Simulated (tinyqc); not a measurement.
One share for all, or one for each: linear model of a band gap against the share of exact exchange.

E(alpha) = E0 + S alpha. A wider gap screens less, modelled in the Penn form eps(alpha) = 1 + (e0 - 1)(EP/(EP + S alpha))^2 with a scale EP chosen for the exercise. A dielectric-dependent hybrid takes alpha = 1/eps.

Errors of the gap (eV) against each target; e0, EP, S and the gaps are values chosen for the exercise.

Results:
```
case       E0 (eV)  S (eV)     e0  EP (eV)  target Et (eV)  alpha needed  error, alpha = 0  error, 0.25  error, self-consistent
like MgO      4.61    9.63   3.30     26.4            7.87         0.339             -3.26        -0.85                    0.18
like Si       0.58    4.65  12.87      9.2            1.16         0.125             -0.58         0.58                   -0.19
like TiO2     1.90    8.22   8.47     12.7            3.27         0.167             -1.37         0.69                   -0.24
like AlN      4.08    7.61   4.88     23.4            6.28         0.289             -2.20        -0.30                   -0.45
like GaP      1.63    5.85  10.28     10.9            2.31         0.116             -0.68         0.78                   -0.05
like GaAs     0.50    5.61  12.32     10.6            1.55         0.187             -1.05         0.35                   -0.55
like InP      0.66    5.68  10.18      9.9            1.44         0.137             -0.78         0.64                   -0.16
```

Mean absolute errors: 1.42, 0.60 and 0.26 eV for alpha = 0, 0.25 and the self-consistent value. A fixed quarter overshoots for Si, TiO2, GaP, GaAs and InP and falls short for MgO and AlN; the alpha needed runs between 0.116 and 0.339 and its correlation with 1/e0 over these cases is 0.94.

Computed by tinyqc, a small Python program: `OMP_NUM_THREADS=1 python tinyqc.py 1881203 1881204 out.jsonl` (the numbers bound the seed that draws the inputs); one thread of a shared host (Intel(R) Xeon(R) Processor @ 2.30GHz), about 0.01 s for the whole set of steps.
